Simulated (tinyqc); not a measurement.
# Changing the cooling rate

Model: thermal stress and diffusional relaxation in a metal film: Coble and Nabarro-Herring creep, cooling and holds. Computed by tinyqc, a small Python program. Command: `OMP_NUM_THREADS=1 python tinyqc.py 3003409 3003410 out.jsonl creep sweep`. One thread of a shared host (Intel(R) Xeon(R) Processor @ 2.30GHz), about 0.07 s of CPU time with the checks.

A thin film on a rigid substrate is stress-free at T0. Tension is positive and the film creeps linearly: d sigma/dt = -M (mismatch) dT/dt - sigma/tau.

Inputs (values chosen for the exercise, modelled on silver films on silicon): biaxial modulus M = 140 GPa; expansion mismatch = 15.9 1e-6/K; atomic volume Omega = 17 angstrom^3; lattice prefactor D0 = 3.3e-05 m^2/s; lattice energy E = 1.94 eV; boundary prefactor (delta D_b)0 = 2.8e-15 m^3/s; boundary energy E_b = 0.956 eV; grain size d = 1.6 um; stress-free temperature T0 = 250 C; hold temperature T = 200 C.

Constants: k_B = 1.380649e-23 J/K; k_B = 8.617333262e-05 eV/K.

Method:
- Thermoelastic slope = M x mismatch; sigma_0 = slope x (T0 - T).
- Creep rate per stress: Nabarro-Herring 14 D Omega/(k_B T d^2), Coble (14 pi) delta D_b Omega/(k_B T d^3), with D = D0 exp(-E/(k_B T)), delta D_b = (delta D_b)0 exp(-E_b/(k_B T)); 1/tau = M x (sum of both)/2 (biaxial strain rate is half the uniaxial one).
- Temperatures in kelvin are T(C) + 273.15.
- Cooling from T0 at the constant rate: d sigma/dT = -slope + sigma/(tau(T) x rate), integrated to 25 C (stiff solver, tolerance 1e-9).
- Effective stress-free temperature T_eff = 25 C + sigma/slope.

One run for each value:
```
cooling rate (C/min)  stress at 25 C (MPa)  effective stress-free temperature (C)
0.03                                268.74                                 145.73
0.1                                 311.56                                 164.96
0.4                                 365.92                                 189.38
1                                   405.11                                 206.99
5                                   466.79                                 234.70
20                                  490.93                                 245.54
70                                  497.90                                 248.68
300                                 500.15                                 249.69
1000                                500.64                                 249.91
```

Over the rows, stress at 25 C (MPa) rises from 269 to 501 (exponent d ln y / d ln x 0.12 between the first rows and 8.1e-4 between the last). At the high end the exponent of stress at 25 C is 0.00, close to 0: creep has little time during cooling. Slower cooling lets the film creep to a lower temperature before the stress freezes in.

Caution (all rows): bulk creep laws overstate relaxation in a bonded film, and dislocation glide would cap stresses above the yield stress.
